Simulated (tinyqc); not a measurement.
What moves the results: band gaps under pressure and temperature from deformation potentials. A value that a table varies takes the place of the one given here.

Murnaghan: V/V0 = (1 + Bp P/B0)^(-1/Bp), B0 = (C11 + 2 C12)/3. Each gap moves by a ln(V/V0) with its volume potential a, and falls with temperature by aV T^2/(T + bV) (Varshni); the two effects are added. No change of phase is considered.

Constants: hc = 1239.841984 eV nm.

Parameters, chosen for this exercise (near those of AlAs, the X and L potentials typical of such crystals; the results hold for these values, not for the real material): Eg = 3.112 eV (gap at Gamma to the s-like level at 0 K, 0 GPa); EgX = 2.226 eV (gap to X at 0 K, 0 GPa); EgL = 2.491 eV (gap to L at 0 K, 0 GPa); C11 = 124.8 GPa; C12 = 53.1 GPa; Bp = 4.67 (pressure derivative of the bulk modulus); aG = -8.16 eV (volume potential of the Gamma gap); aX = 1.82 eV (volume potential of the X gap); aL = -3.42 eV (volume potential of the L gap); aV = (0.87, 0.666, 0.584) meV/K (Varshni alpha of Gamma, X, L); bV = (547, 492, 213) K (Varshni beta of Gamma, X, L); T = 200 K (temperature); P = 3.9 GPa (pressure).

## Gaps against pressure

The last column is the linear form E0 + c1 P for Gamma, c1 = -aG/B0.

Gaps (eV):
```
P (GPa)  ln(V/V0)  Gamma      X      L  lowest  Gamma, linear
0.00       0.0000  3.065  2.188  2.434       X          3.065
0.75      -0.0095  3.143  2.170  2.467       X          3.145
1.50      -0.0186  3.218  2.154  2.498       X          3.224
2.25      -0.0274  3.289  2.138  2.528       X          3.304
3.00      -0.0358  3.358  2.122  2.557       X          3.383
3.75      -0.0439  3.423  2.108  2.585       X          3.463
4.50      -0.0517  3.487  2.093  2.611       X          3.542
5.25      -0.0592  3.548  2.080  2.637       X          3.622
6.00      -0.0665  3.608  2.067  2.662       X          3.701
```

What can be read from the table?

Over 6 GPa Gamma moves by +0.542, L by +0.227 and X by -0.121 eV. X stays lowest. The linear form overshoots by 94 meV at the end, because the crystal stiffens; the gap is linear in ln V, not in P.

## Gaps against temperature

At the pressure P; wavelength hc/E of the lowest gap.

Gaps (eV):
```
T (K)   Gamma       X       L  lowest  wavelength (nm)
0      3.4830  2.1433  2.6465       X            578.5
50     3.4793  2.1402  2.6409       X            579.3
100    3.4695  2.1320  2.6278       X            581.5
200    3.4364  2.1048  2.5899       X            589.1
300    3.3905  2.0676  2.5440       X            599.7
400    3.3360  2.0238  2.4941       X            612.6
500    3.2752  1.9754  2.4417       X            627.6
600    3.2099  1.9237  2.3879       X            644.5
```

What can be read from the table?

From 0 to 100 K the Gamma gap falls by 13.4 meV, from 500 to 600 K by 65.3 meV: quadratic below bV, linear with a slope tending to aV = 0.87 meV/K above. X stays lowest. A pressure of 0.87 GPa, with the slope -aG/B0 at zero pressure, would undo the fall of the Gamma gap from 0 to 300 K.

## What each parameter does

Gaps at P and T. Each row changes one parameter from the base and keeps the others.

Results:
```
case              Gamma (eV)  X (eV)  L (eV)
base                  3.4364  2.1048  2.5899
T = 250 K             3.4148  2.0872  2.5676
C11 = 137.28 GPa      3.4192  2.1086  2.5827
C12 = 47.79 GPa       3.4524  2.1012  2.5966
Bp = 5.137            3.4328  2.1056  2.5884
aG = -7.344 eV        3.3993  2.1048  2.5899
aX = 2.002 eV         3.4364  2.0965  2.5899
aL = -3.078 eV        3.4364  2.1048  2.5744
P = 3.51 GPa          3.4026  2.1123  2.5758
```

How do the results move?

The largest shifts from the base row, up to three for each result and ties (the steps differ in size, so this ranks the rows, not the parameters). Gamma (eV): aG -0.0371, P -0.0337, T -0.0216; unchanged at the printed digits by aX and aL. X (eV): T -0.0176, aX -0.0083, P +0.0075; unchanged at the printed digits by aG and aL. L (eV): T -0.0223, aL -0.0155, P -0.0141; unchanged at the printed digits by aG and aX.

(tinyqc, `OMP_NUM_THREADS=1 python tinyqc.py 1051317 1051318 out.jsonl`, Intel(R) Xeon(R) Processor @ 2.30GHz, 1 thread, shared host, about 0.01 s.)
